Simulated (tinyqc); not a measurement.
# From one set of inputs to another, one input at a time

Model: thermal and gravitational stress in a wafer during furnace and rapid thermal processing, and the onset of slip. Computed by tinyqc, a small Python program. Command: `OMP_NUM_THREADS=1 python tinyqc.py 3022008 3022009 out.jsonl slip ladder`. One thread of a shared host (Intel(R) Xeon(R) Processor @ 2.30GHz), about 0.01 s of CPU time with the checks.

A thin free disc in plane stress, isotropic; T(r) = T_centre + dT (r/R)^n. Stress is positive in tension; sigma_SB = 5.670374419e-8 W/(m^2 K^4), g = 9.80665 m/s^2.

The inputs printed are set A. Inputs not listed in the table keep their values of set A, so the rows need not describe a real material.

Inputs (values chosen for the exercise, modelled on silicon):
```
quantity                              value        unit
wafer radius R                          150          mm
thickness t                             775  micrometre
Young's modulus E                       160         GPa
Poisson ratio nu                       0.23           -
expansion alpha                        4.13      1e-6/K
edge less centre temperature dT        -8.6           K
exponent n of the profile                10           -
temperature T                          1225           K
prefactor A of the critical stress  0.00015         MPa
energy U of the critical stress        1.04          eV
density rho                            2330      kg/m^3
heat capacity c                         967    J/(kg K)
conductivity k                         25.3     W/(m K)
wafer spacing s                         9.5          mm
ramp rate                               1.6       K/min
radius of the support ring over R      0.62           -
```

Temperature profile: edge zone, power law.

Constants: k_B = 8.617333262e-05 eV/K.

Method:
- With x = r/R: s_rr = alpha E dT (1 - x^n)/(n + 2), s_tt = alpha E dT [1 - (n + 1) x^n]/(n + 2).
- Critical resolved stress tau_c = A exp(U/(k_B T)), a form chosen for the exercise; slip when 0.492799 |s_tt(R)| > tau_c; allowed |dT| = tau_c (n + 2)/(0.492799 n alpha E).
- In a stack heated from the rim, heat flows inward by conduction and by radiation between wafers: k_eff = k + (16/3) sigma_SB T^3 s^2/t (a diffusion estimate with the spacing as path length). A steady ramp gives the parabolic lag dT = rho c (ramp) R^2/(4 k_eff); the allowed ramp uses n = 2.
- Own weight q = rho g t on a ring of radius b R, x = r/R: moments of an edge-supported plate, M_r = q R^2 (3 + nu)(1 - x^2)/16 and M_t = q R^2 [(3 + nu) - (1 + 3 nu) x^2]/16, less the uniform moment inside the ring load, q R^2 [(1 - nu)(1 - b^2) - 2 (1 + nu) ln b]/8; stress at the lower face = 6 M/t^2.

Each row keeps all changes above it:
```
input moved                                  from       to  hoop stress at the edge (MPa)  allowed ramp rate (K/min)  stress at the centre (MPa)
set A                                           -        -                          4.736                       7.46                    -0.01740
energy U of the critical stress (eV)         1.04     1.08                          4.736                      10.90                    -0.01740
Young's modulus E (GPa)                       160      150                          4.440                      11.62                    -0.01740
heat capacity c (J/(kg K))                    967      928                          4.440                      12.11                    -0.01740
temperature T (K)                            1225     1325                          4.440                       6.66                    -0.01740
conductivity k (W/(m K))                     25.3     23.7                          4.440                       6.56                    -0.01740
prefactor A of the critical stress (MPa)  0.00015  0.00053                          4.440                      23.19                    -0.01740
wafer radius R (mm)                           150       75                          4.440                      92.77                    -0.00435
```

Hoop stress at the edge goes from 4.74 to 4.44, a factor 0.938 in all. The largest single move comes from Young's modulus E (a factor 0.938). Allowed ramp rate goes from 7.46 to 92.8, a factor 12.4 in all. The largest single move comes from wafer radius R (a factor 4.00), and temperature T works against it (a factor 0.550). Stress at the centre goes from -0.0174 to -0.00435, +0.0131 in all. The largest single move comes from wafer radius R (+0.0131). The single moves hold for this order of the switches; the total does not depend on the order.

Extremes, crossings and ranges named in words are read from the listed rows.
